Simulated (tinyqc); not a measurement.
Inside a calculation. Method: tight binding, kagome lattice. Computed by tinyqc, a small Python program that keeps every step. Settings: t1 = 0.59, t2 = 1.17, delta = 0.38, bands filled = 2. Command: `OMP_NUM_THREADS=1 python tinyqc.py 25948 25949 out.jsonl` (the two numbers bound the seeds that draw the settings). One thread of a shared host (Intel(R) Xeon(R) Processor @ 2.60GHz), about 0.01 s of CPU time with the checks.

## Bloch Hamiltonian at k

Parameters chosen for this model:
```
parameter     value                unit
t1         0.590000    eV, up triangles
t2         1.170000  eV, down triangles
delta      0.380000        eV on site C
```

k point k (fractions of the reciprocal vectors): -0.220000  -0.470000

H_AB = -t1 - t2 exp(-i k.a1), H_AC = -t1 - t2 exp(-i k.a2), H_BC = -t1 - t2 exp(i k.(a1 - a2)), H_CC = delta.

H(k) at k (eV), lower triangle (Hermitian):
```
                     A                    B         C
A             0.000000
B  -0.809236+1.149276i             0.000000
C   0.559276+0.219236i  -0.590000+1.170000i  0.380000
```

## Levels at k

Diagonalise the Hermitian matrix.

eigenvalues (eV): -2.100826  0.623653  1.857173

weights |c|^2 of the basis functions:
```
     band 1    band 2    band 3
A  0.324087  0.465690  0.210223
B  0.449848  0.062160  0.487992
C  0.226065  0.472150  0.301784
```

## Bloch Hamiltonian at K

k point K (fractions of the reciprocal vectors): 0.333333  0.666667

As before.

H(k) at K (eV), lower triangle (Hermitian):
```
                     A                    B         C
A             0.000000
B  -0.005000-1.013250i             0.000000
C  -0.005000+1.013250i  -0.005000-1.013250i  0.380000
```

## Levels at K

As before.

eigenvalues (eV): -1.636415  0.115521  1.900894

weights |c|^2 of the basis functions:
```
     band 1    band 2    band 3
A  0.366781  0.338012  0.295208
B  0.366781  0.338012  0.295208
C  0.266438  0.323977  0.409585
```

## Bands along a path

The same steps at evenly spaced points between the labelled ones.

Bands along the path (eV):
```
k             band 1    band 2    band 3
G          -3.399262  1.760000  2.019262
G-K 0.20   -3.265958  1.709002  1.936956
G-K 0.40   -2.895517  1.409223  1.866294
G-K 0.60   -2.377308  0.895908  1.861401
G-K 0.80   -1.873110  0.377724  1.875386
K          -1.636415  0.115521  1.900894
K-M 0.20   -1.665047  0.128354  1.916693
K-M 0.40   -1.748571  0.195657  1.932915
K-M 0.60   -1.839216  0.271795  1.947422
K-M 0.80   -1.904699  0.327072  1.957627
M          -1.928229  0.346907  1.961323
M-K' 0.20  -1.904699  0.327072  1.957627
M-K' 0.40  -1.839216  0.271795  1.947422
M-K' 0.60  -1.748571  0.195657  1.932915
M-K' 0.80  -1.665047  0.128354  1.916693
K'         -1.636415  0.115521  1.900894
```

With 2 band(s) filled, the highest filled level on these points lies at G and the lowest empty one at G-K 0.60: a gap of 0.1014 eV, indirect.
